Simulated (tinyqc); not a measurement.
Atomic layer deposition: Langmuir saturation, growth per cycle and coating of deep features: one step, computed by the program tinyqc. Command: `OMP_NUM_THREADS=1 python tinyqc.py 3009484 3009485 out.jsonl ald walk`. One thread of a shared host (Intel(R) Xeon(R) Processor @ 2.30GHz), about 0.01 s of CPU time with the checks.

Precursor A sticks only on free sites, so a long enough pulse saturates; co-reactant B then frees the sites again.

Task: Flux and saturation time. Wall flux F = p/sqrt(2 pi M k_B T); rate of filling k_a = beta F/q; desorption k_d = 1e13 exp(-E_d/(k_B T)) per second. 1/m^2 = 1e-18/nm^2. Temperatures in kelvin are T(C) + 273.15.

Inputs (values chosen for the exercise, modelled on aluminium oxide from trimethylaluminium and water): precursor mass M = 72 u; site density q = 4.3 1/nm^2; sticking probability beta on free sites = 0.0032; precursor pressure p = 14 Pa; temperature T = 350 C; desorption energy E_d = 1.79 eV.

Constants: u = 1.6605390666e-27 kg; k_B = 1.380649e-23 J/K; k_B = 8.617333262e-05 eV/K.

Give: flux F; k_a; k_d; time to 99 % without desorption, ln(100)/k_a.

Result:

flux F = 1.7414e+05 1/(nm^2 s)

k_a = 129.60 1/s

k_d = 0.033360 1/s

time to 99 % without desorption, ln(100)/k_a = 0.035535 s
